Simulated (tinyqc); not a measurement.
Energy and delay of logic against supply voltage: two steps of the calculation.

One expression serves below and above threshold: I(Vg) = Ik [ln(1 + exp((Vg - VT + dd V)/(al nf Vt)))]^al, with I_on = I(V) and I_off = I(0). Gate delay td = kd C V/I_on, clock period LD td. Per gate and cycle the switching energy is act C V^2 and the leakage energy I_off V LD td. No short-circuit current, no variation. Minima are sought above 0.09 V; below a few Vt gates no longer switch and the model has no meaning.

Values chosen for this exercise; values of the order met in logic technologies: temperature T = 300 K; threshold voltage at zero drain bias VT = 0.28 V; slope factor nf = 1.34; barrier lowering per volt of supply dd = 0.08; specific current of a gate Ik = 1.7 uA; exponent of the current law al = 1.59; load capacitance of a gate C = 0.58 fF; delay factor kd = 0.6; logic depth LD = 20; activity factor act = 0.05; supply voltage V = 0.53 V.

Constants: q = 1.602176634e-19 C, kB = 1.380649e-23 J/K, Vt = kB T/q. Results are converted to the units shown.

Problem 1. Currents, delay and energies. I_on, I_off, td, clock frequency 1/(LD td), both energies and their sum.

Wanted: I_on; I_off; td; clock frequency; switching energy; leakage energy; energy.

Solution 1.

I_on = 24.20 uA
I_off = 1.767 nA
td = 7.622 ps
clock frequency = 6.560 GHz
switching energy = 8.146 aJ
leakage energy = 0.1427 aJ
energy = 8.289 aJ

I_on/I_off = 13700; leakage makes up 1.72 % of the energy.

Problem 2. New V. Minimum-energy supply: E(V) is the energy per gate and cycle; with h = 0.001 V, E' = (E(V + h) - E(V - h))/(2 h), E'' = (E(V - h) - 2 E(V) + E(V + h))/h^2, V(new) = V - E'/E''.

V after iteration 2 = 0.21470262 V

Wanted: E'; E''; V after iteration 3.

Solution 2.

E' = -0.22672 aJ/V
E'' = 268.74 aJ/V^2
V after iteration 3 = 0.21555 V

tinyqc, about 0.01 s, one thread, Intel Xeon 2.30GHz (shared host): `OMP_NUM_THREADS=1 python tinyqc.py 2082109 2082110 out.jsonl`
